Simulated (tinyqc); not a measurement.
From one set of inputs to another, one input at a time: ballistic transport through the one-dimensional subbands of a rectangular nanowire or nanosheet channel. Computed by tinyqc, a small Python program. Command: `OMP_NUM_THREADS=1 python tinyqc.py 3012877 3012878 out.jsonl wire ladder`. One thread of a shared host (Intel(R) Xeon(R) Processor @ 2.30GHz), about 0.1 s of CPU time with the checks.

Hard walls, parabolic subbands, transport along x. Energies are counted from the bulk conduction band edge at the top of the barrier, which the gate pulls down by U; the source Fermi level lies at the bulk edge when U = 0.

The inputs printed are set A. Inputs not listed in the table keep their values of set A, so the rows need not describe a real material.

Inputs (values chosen for the exercise, modelled on silicon):
```
quantity                                   value  unit
light mass m_t                               0.2   m_0
heavy mass m_l                             0.912   m_0
height a                                     2.6    nm
width b                                        3    nm
equivalent oxide thickness t                 1.8    nm
gate voltage above flat band V_G            0.39     V
drain voltage V_D                           0.65     V
temperature T                                300     K
mean free path for back-scattering lambda     30    nm
channel length L                              26    nm
```

Valleys: silicon [100] wire.

Constants: hbar^2/(2 m_0) = 3.80998212 eV angstrom^2; k_B = 8.617333262e-05 eV/K; m_0 = 9.1093837015e-31 kg; k_B = 1.380649e-23 J/K; hbar = 1.054571817e-34 J s; eps_0 = 8.8541878128e-12 F/m; e = 1.602176634e-19 C; h = 6.62607015e-34 J s.

Method:
- E_pq = (hbar^2 pi^2/2)(p^2/(m_y b^2) + q^2/(m_z a^2)); valley pairs: (m_x, m_y, m_z) = (m_t, m_t, m_l), (m_t, m_l, m_t), (m_l, m_t, m_t), each with degeneracy g = 2; the 10 lowest subbands are kept.
- F_j(eta) = (1/Gamma(j + 1)) int_0^infinity x^j/(1 + exp(x - eta)) dx, F_0 = ln(1 + exp(eta)). Integrals over x = E/(k_B T) use 160 Gauss-Legendre points in u = sqrt(x) from 0 to sqrt(max(eta, 0) + 32).
- With degeneracy g = 2, eta_i = (U - E_i)/(k_B T) and u = e V_D/(k_B T): line density n = sum_i g sqrt(2 m_x k_B T/pi)/(2 hbar) [F_-1/2(eta_i) + F_-1/2(eta_i - u)]; gate: e n = C_ox (V_G - U/e), C_ox = 3.9 eps_0 2 (a + b)/t (flat-plate estimate); I = (2 e k_B T/h) sum_i g [F_0(eta_i) - F_0(eta_i - u)].
- Linear conductance G = (2 e^2/h) sum_i g f(eta_i), g = 2, f = 1/(1 + exp(-eta_i)), with the barrier frozen at the eta_i above; current per perimeter I/(2(a + b)); with scattering, transmission lambda/(lambda + L) and low-bias resistance (1 + L/lambda)/G.

Each row keeps all changes above it; columns: (1) input moved; (2) from; (3) to; (4) ballistic current I (microampere); (5) mean velocity I/(e n) (1e7 cm/s); (6) ballistic conductance (microsiemens):
```
(1)                                              (2)   (3)     (4)     (5)     (6)
set A                                              -     -   3.456  1.3634   99.27
gate voltage above flat band V_G (V)            0.39  0.76  15.910  1.7710  253.47
drain voltage V_D (V)                           0.65  0.01   1.665  0.1709  178.13
channel length L (nm)                             26    10   1.665  0.1709  178.13
height a (nm)                                    2.6   2.9   1.937  0.1788  207.99
equivalent oxide thickness t (nm)                1.8   1.9   1.869  0.1811  201.37
mean free path for back-scattering lambda (nm)    30    11   1.869  0.1811  201.37
width b (nm)                                       3   6.1   2.359  0.1292  251.36
```

Which inputs carry the difference?

Ballistic current I goes from 3.46 to 2.36, a factor 0.682 in all. The largest single move comes from drain voltage V_D (a factor 0.105), and gate voltage above flat band V_G works against it (a factor 4.60). Mean velocity I/(e n) goes from 1.36 to 0.129, a factor 0.0948 in all. The largest single move comes from drain voltage V_D (a factor 0.0965), and gate voltage above flat band V_G works against it (a factor 1.30). Ballistic conductance goes from 99.3 to 251, a factor 2.53 in all. The largest single move comes from gate voltage above flat band V_G (a factor 2.55), and drain voltage V_D works against it (a factor 0.703). The single moves hold for this order of the switches; the total does not depend on the order.

Extremes, crossings and ranges named in words are read from the listed rows.
